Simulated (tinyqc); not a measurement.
Inside a calculation. Method: FCI on RHF in the sto-3g basis, for H4, spin multiplicity 1. One step of it, computed by the program tinyqc.

Question. FCI: roots. Diagonalise (each vector has its largest component positive (the first on a tie)); all determinants have Ms = 0, so triplets appear too. The lowest singlet root is the correlation energy.

Occupation strings over the orbitals (2 doubly, a alpha, b beta, 0 empty; spin orbitals ordered 1a 1b 2a 2b ...): 2200 aabb 2020 abab 2002 abba baab 0220 baba 0202 bbaa 0022

H - E(HF) between determinants (hartree):
```
           2200       aabb       2020       abab       2002       abba       baab       0220
2200   0.000000  -0.019934   0.090679  -0.088641   0.115889   0.108575   0.108575   0.103948
aabb  -0.019934   1.067289   0.088641  -0.090679  -0.108575  -0.115889  -0.103948  -0.108575
2020   0.090679   0.088641   0.960996   0.095898   0.201653  -0.184538  -0.184538   0.185071
abab  -0.088641  -0.090679   0.095898   1.234176   0.184538  -0.201653  -0.185071   0.184538
2002   0.115889  -0.108575   0.201653   0.184538   1.294753  -0.075964  -0.075964   0.000000
abba   0.108575  -0.115889  -0.184538  -0.201653  -0.075964   1.276654   0.000000  -0.075964
baab   0.108575  -0.103948  -0.184538  -0.185071  -0.075964   0.000000   1.276654  -0.075964
0220   0.103948  -0.108575   0.185071   0.184538   0.000000  -0.075964  -0.075964   1.260529
baba  -0.088641  -0.086680   0.095898   0.000000   0.184538  -0.185071  -0.201653   0.184538
0202   0.086680   0.088641   0.000000   0.095898   0.185071  -0.184538  -0.184538   0.201653
bbaa  -0.019934   0.000000   0.088641  -0.086680  -0.108575  -0.103948  -0.115889  -0.108575
0022   0.000000  -0.019934   0.086680  -0.088641   0.103948   0.108575   0.108575   0.115889

           baba       0202       bbaa       0022
2200  -0.088641   0.086680  -0.019934   0.000000
aabb  -0.086680   0.088641   0.000000  -0.019934
2020   0.095898   0.000000   0.088641   0.086680
abab   0.000000   0.095898  -0.086680  -0.088641
2002   0.184538   0.185071  -0.108575   0.103948
abba  -0.185071  -0.184538  -0.103948   0.108575
baab  -0.201653  -0.184538  -0.115889   0.108575
0220   0.184538   0.201653  -0.108575   0.115889
baba   1.234176   0.095898  -0.090679  -0.088641
0202   0.095898   1.524729   0.088641   0.090679
bbaa  -0.090679   0.088641   1.067289  -0.019934
0022  -0.088641   0.090679  -0.019934   2.211896
```

Give: lowest roots of this matrix, relative to E(HF); lowest vectors; <S^2> of these roots; weight of the ground state by excitation level 0, 1, 2, ....

Answer.

lowest roots of this matrix, relative to E(HF) (hartree): [-0.0703, 0.6227, 0.6701, 1.0184, 1.0665, 1.2288, 1.2771, 1.2828]

lowest vectors, order 2200, aabb, 2020, abab, 2002, abba, baab, 0220, baba, 0202, bbaa, 0022:
$$\begin{pmatrix}
0.9696 & 0.0306 & 0.0000 & 0.2097 \\
0.0090 & -0.2548 & 0.4082 & 0.1652 \\
-0.1030 & 0.6648 & 0.0000 & 0.5730 \\
0.0799 & 0.1102 & 0.4082 & -0.3429 \\
-0.0907 & -0.3820 & 0.0000 & 0.2899 \\
-0.0890 & 0.1445 & 0.4082 & 0.1777 \\
-0.0890 & 0.1445 & 0.4082 & 0.1777 \\
-0.0851 & -0.3909 & 0.0000 & 0.3936 \\
0.0799 & 0.1102 & 0.4082 & -0.3429 \\
-0.0643 & 0.2497 & 0.0000 & -0.0652 \\
0.0090 & -0.2548 & 0.4082 & 0.1652 \\
0.0298 & -0.0109 & 0.0000 & -0.1779
\end{pmatrix}$$

<S^2> of these roots: [0.0000, 0.0000, 6.0000, 0.0000, 2.0000, 2.0000, 0.0000, 2.0000]

weight of the ground state by excitation level 0, 1, 2, ...: [0.9401, 0.0000, 0.0590, 0.0000, 0.0009]
